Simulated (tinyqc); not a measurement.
Inside a calculation: two electrons on one impurity (helium-like model). Values are carried at full precision from step to step, so a last printed digit may differ when a step is redone from the rounded ones.

Units Ha* = 2 Ry m/eps^2 and a* = a0 eps/m. One electron is bound by Z^2/2. Two electrons in the singlet built from exp(-a r) and exp(-b r): S = 8 (ab)^(3/2)/(a + b)^3, h_aa = a^2/2 - Z a, h_bb alike, h_ab = S (ab/2 - Z (a + b)/2), J = ab (a^2 + 3ab + b^2)/(a + b)^3, K = 20 (ab)^3/(a + b)^5, E = (h_aa + h_bb + 2 S h_ab + J + K)/(1 + S^2). For a = b this is a^2 - 2 Z a + 5a/8. Real double donors are deeper, since the central cell is left out.

Constants: Ry = 13.60569312 eV; a0 (Bohr radius) = 0.5291772105 angstrom.

Parameters, chosen for this exercise (near those of impurities in 3C SiC; the results hold for these values, not for the real material):
- m = 0.343 m0 (one mean mass)
- eps = 9.7 (dielectric constant)
- Z = 2 (effective charge (1: D- centre, 2: double donor; other values mimic a central cell))
- ab = (2.23, 1.36) 1/a* (trial exponents a, b)

## Units and equal orbitals

Give Ha*, a*, the best common exponent Z - 5/16, E = -(Z - 5/16)^2, and the binding of the second electron -Z^2/2 - E.

Ha* = 99.198 meV
a* = 14.97 angstrom
exponent = 1.6875
E with equal orbitals = -2.84766 Ha*
binding of the second electron = 84.09 meV

The first electron is bound by 198.4 meV, 2.36 times as much as the second.

## Unequal orbitals

Evaluate the integrals and E.

S, h_aa, h_bb, h_ab, J, K: [0.91321, -1.97355, -1.79520, -1.89364, 1.04359, 0.93560]

E = -2.86166 Ha*

This lies 0.0140 Ha* below the best equal-orbital value -(Z - 5/16)^2.

## The minimum over a and b

Give a, b, E, both binding energies and U, their difference.

a, b (1/a*): [2.183, 1.189]

E = -2.87566 Ha*

binding of the first and second electron (meV): [198.40, 86.86]

U = 111.53 meV

Letting one electron stay close and the other roam (decay lengths 7 and 13 angstrom) gains 2.78 meV. The exact value for Z = 2 is -2.90372, 2.78 meV lower.

## Checks

- Minimum for Z = 1 against the known -0.51330: both -0.51330.
- Minimum for Z = 2 against the known -2.87566: both -2.87566.

Program tinyqc; command `OMP_NUM_THREADS=1 python tinyqc.py 1281229 1281230 out.jsonl`; about 0.03 s on one thread of a shared Intel(R) Xeon(R) Processor @ 2.30GHz.
